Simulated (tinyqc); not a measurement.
Effective-mass impurity with a central-cell term, in a basis of Slater functions: one step, computed by the program tinyqc. Command: `OMP_NUM_THREADS=1 python tinyqc.py 3004817 3004818 out.jsonl centralcell walk`. One thread of a shared host (Intel(R) Xeon(R) Processor @ 2.30GHz), about 0.01 s of CPU time with the checks.

The envelope obeys H = -nabla^2 - (2/r) [Z + A exp(-kappa r)] in effective units, with kappa = a*/lambda; positive A deepens the well near the core.

Question. Generalised eigenproblem. (T + V + W) c = E S c with c^T S c = 1 and the largest component positive.

Impurity: donor, one isotropic band.

kinetic T (Ry*):
```
           1          2
1     0.1849  0.3173146
2  0.3173146   0.815409
```

Coulomb V (Ry*):
```
           1          2
1      -1.72  -2.178683
2  -2.178683     -3.612
```

central cell W (Ry*):
```
            1           2
1  0.02593428  0.07252906
2  0.07252906   0.2035341
```

overlap S:
```
          1         2
1  1.000000  0.817210
2  0.817210  1.000000
```

Give: two lowest levels; coefficients of the lowest state; <T>; <W>.

Answer.

two lowest levels (Ry*): -2.7736  -0.7744

coefficients of the lowest state: -0.5214  1.3799

<T> = 1.1462 Ry*

<W> = 0.29022 Ry*
